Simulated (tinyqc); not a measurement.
Inside a calculation: averaged masses of warped heavy- and light-hole bands. Values are carried at full precision from step to step, so a last printed digit may differ when a step is redone from the rounded ones.

Constants: Ry = 13.60569312 eV; a0 (Bohr radius) = 0.5291772105 angstrom; kB = 8.617333262e-05 eV/K; hbar^2/2m0 = 3.80998211 eV angstrom^2.

Parameters, chosen for this exercise (near those of GaP; the results hold for these values, not for the real material): g1 = 4.01 (Luttinger gamma1); g2 = 0.5 (gamma2); g3 = 1.25 (gamma3); eps = 11.42 (dielectric constant); mso = 0.256 m0 (split-off mass); Dso = 0.079 eV (spin-orbit splitting); T = 77 K (temperature).

## Other forms of the parameters

Dresselhaus-Kip-Kittel form E = c [A k^2 -/+ sqrt(B^2 k^4 + C^2 (kx^2 ky^2 + ky^2 kz^2 + kz^2 kx^2))] with A = g1, B = 2 g2, C^2 = 12 (g3^2 - g2^2). Spherical form: mu = (6 g3 + 4 g2)/(5 g1), delta = (g3 - g2)/g1, masses 1/(g1 (1 -/+ mu)). Effective rydberg R* = Ry/(g1 eps^2) and radius a* = a0 g1 eps.

A, B, |C|: [4.010, 1.000, 3.969]

mu, delta: [0.4738, 0.1870]

spherical masses, heavy and light (m0): [0.4739, 0.1692]

R* = 26.02 meV
a* = 24.2 angstrom

delta/mu = 0.39 measures the warping against the spherical splitting.

## Masses along six directions

Four-band hole energies E = c k^2 f(u), c = hbar^2/2m0, f = g1 -/+ 2 sqrt(g2^2 + 3 (g3^2 - g2^2) s), s = ux^2 uy^2 + uy^2 uz^2 + uz^2 ux^2 for the unit vector u; minus for heavy, plus for light holes; the mass along u is 1/f.

Give s and both masses.

Masses (m0):
```
direction        s   heavy   light
[100]      0.00000  0.3322  0.1996
[110]      0.25000  0.5593  0.1605
[111]      0.33333  0.6623  0.1536
[310]      0.09000  0.4073  0.1797
[221]      0.29630  0.6137  0.1565
[321]      0.25000  0.5593  0.1605
```

The heavy mass grows by a factor of 1.99 from [100] to [111] while the light one shrinks by 23 %; 1/m_heavy + 1/m_light = 2 g1 in every direction.

## Density-of-states masses from three directions

m_d^(3/2) is the angular mean of m(u)^(3/2). The rule mean = (10 F[100] + 16 F[110] + 9 F[111])/35 is exact for cubic harmonics up to sixth order. Total m_d = (m_h^(3/2) + m_l^(3/2))^(2/3).

m^(3/2):
```
direction    heavy    light
[100]      0.19149  0.08918
[110]      0.41828  0.06428
[111]      0.53893  0.06020
```

m_d heavy, light (m0): [0.5288, 0.1704]

total = 0.5914 m0
share of light holes = 15.5 %

## Averages on a grid

Grid: n x n midpoints in cos(theta) from 0 to 1 and phi from 0 to pi/2, equal weights. m_d = <f^(-3/2)>^(2/3). Conductivity mass for one scattering time: 1/m_c = <|w|^2 f^(-5/2)>/<f^(-3/2)> with w = grad_k(k^2 f)/(2 k), that is |w|^2 = f^2 + |angular gradient of f|^2/4.

Use n = 40.

m_d heavy, light (m0): [0.5175, 0.1672]

m_c heavy, light (m0): [0.4530, 0.1638]

The three-direction rule differs from the grid by +2.18 % for heavy holes. Warping makes m_c of the heavy holes 12 % smaller than m_d; on a sphere the two are equal.

## Effective density of states

Nv = 2 (kT/(4 pi c))^(3/2) [m_h^(3/2) + m_l^(3/2) + mso^(3/2) exp(-Dso/kT)], c = hbar^2/2m0, parabolic bands, m_h and m_l the density-of-states masses from the grid; 1 angstrom^-3 = 1e24 cm^-3.

prefactor = 3.2631e+18 cm^-3

the three terms: [0.37225, 0.06834, 0.00000]

Nv = 1.438e+18 cm^-3

shares (%): [84.5, 15.5, 0.0]

kT/Dso = 0.08, small enough for the four-band form.

## Checks

- m_d and m_c of heavy holes for g2 = g3 against 1/(g1 - 2 g3): they agree to 1e-10 or better.
- m_d of heavy holes on grids of 40 and 160: 0.5175 against 0.5174.

(tinyqc, `OMP_NUM_THREADS=1 python tinyqc.py 1051462 1051463 out.jsonl`, Intel(R) Xeon(R) Processor @ 2.30GHz, 1 thread, shared host, about 0.03 s.)
